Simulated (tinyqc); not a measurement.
# Surface potential of a MOS transistor: implicit equation and explicit approximations, step by step

Numbers from tinyqc (`OMP_NUM_THREADS=1 python tinyqc.py 2122055 2122056 out.jsonl`; about 0.01 s on one thread of a shared Intel Xeon 2.30GHz). Printed values are rounded.

p-type body, charge-sheet picture, depletion and inversion only, full ionisation (an idealisation for deep acceptors), Boltzmann statistics (rough once Na exp(x - xn) passes about Nc/7). In units of Vt: xg = (Vg - Vfb)/Vt, x = psi/Vt, G = gamma/sqrt(Vt), xn = (2 phiF + Vc)/Vt. The implicit equation is (xg - x)^2 = G^2 [x - 1 + exp(x - xn)] for x above about 3. Cox = eps0 eox/tox.

Inputs (values chosen for the exercise); band and dielectric values close to those of silicon: temperature T = 300 K; band gap Eg = 1.12 eV; relative permittivity eps_r = 11.5; conduction-band density of states at T Nc = 2.75e19 cm^-3; valence-band density of states at T Nv = 2.62e19 cm^-3; relative permittivity of the gate insulator (close to zirconium oxide) eox = 24.5; insulator thickness tox = 25 nm; acceptor density Na = 4.9e17 cm^-3; flat-band voltage Vfb = -0.46 V; channel-body voltage Vc = 0.5 V; gate-body voltage Vg = 1.68 V.

Constants: q = 1.602176634e-19 C, kB = 1.380649e-23 J/K, Vt = kB T/q, eps0 = 8.8541878128e-14 F/cm where lengths are in cm. Results are converted to the units shown.

Range of the model: The electron quasi-Fermi level lies less than 2 Vt below the band edge at the surface, or above it, where degeneracy and confinement, left out, matter.

## Scales

ni = sqrt(Nc Nv) exp(-Eg/(2 Vt)), Eg in volts; phiF = Vt ln(Na/ni); gamma = sqrt(2 q eps0 eps_r Na)/Cox; VT = Vfb + Vt (xn + G sqrt(xn - 1)).

phiF = 0.4565061 V
gamma = 0.4608045 V^0.5
G = 2.865957
xn = 54.65775
VT = 1.495737 V
xg = 82.77890

## Explicit approximation

Depletion value a = 1 + [sqrt(G^2/4 + xg - 1) - G/2]^2; inversion value b = xn + ln[(xg - xn)^2/G^2 - xn + 1] and first guess y = min(a, b) - ln(1 + exp(-|a - b|)) if a > xn + 1, else b = y = a; one second-order correction with D = exp(y - xn), p = 2 (xg - y) + G^2 (1 + D), w = (xg - y)^2 - G^2 (y - 1 + D): z = y + 2 w/(p + sqrt(p^2 - 2 (2 - G^2 D) w)), or the Newton step z = y + w/p where the root is not real.

a = 60.64505
b = 58.41008
y = 58.30843
p = 373.3887
w = -188.1451
z = 57.58327

The root of the implicit equation is x = 57.6610; y misses it by 0.65 and z by -0.078, in units of Vt.

## Starting value

x = y rounded to two decimals.

x at the start = 58.31

## Iteration 1: new x

D = exp(x - xn), f = (xg - x)^2 - G^2 (x - 1 + D), f' = -2 (xg - x) - G^2 (1 + D), x(new) = x - f/f'.

D = 38.56123
f = -188.7315
f' = -373.8822
x after iteration 1 = 57.80521

## Iteration 2: new x

As before.

D = 23.27684
f = -34.08569
f' = -249.3502
x after iteration 2 = 57.66851

## Iteration 3: new x

As before.

D = 20.30284
f = -1.688940
f' = -225.1961
x after iteration 3 = 57.66101

## Course of the iteration

Stop when the step is below 1e-11, or after 60 iterations.

Course of the iteration:
```
iteration  x before the step       step
1                      58.31     -0.505
2                   57.80521     -0.137
3                   57.66851   -7.50e-3
4                   57.66101   -2.06e-5
5                   57.66099  -1.55e-10
6                   57.66099          0
```

Converged in 6 iterations.

## Potential, charges and gate control

converged x = 57.66099

psi = Vt x; N_dep = Cox Vt G sqrt(x - 1)/q; N_inv = (Cox Vt G/q) [sqrt(x - 1 + exp(x - xn)) - sqrt(x - 1)]; dpsi/dVg = 1/[1 + G^2 (1 + exp(x - xn))/(2 (xg - x))].

psi = 1.490652 V
N_dep = 3.020441e12 cm^-2
N_inv = 4.9631e11 cm^-2
dpsi/dVg = 0.2243054

psi lies 3.0 Vt above 2 phiF + Vc.
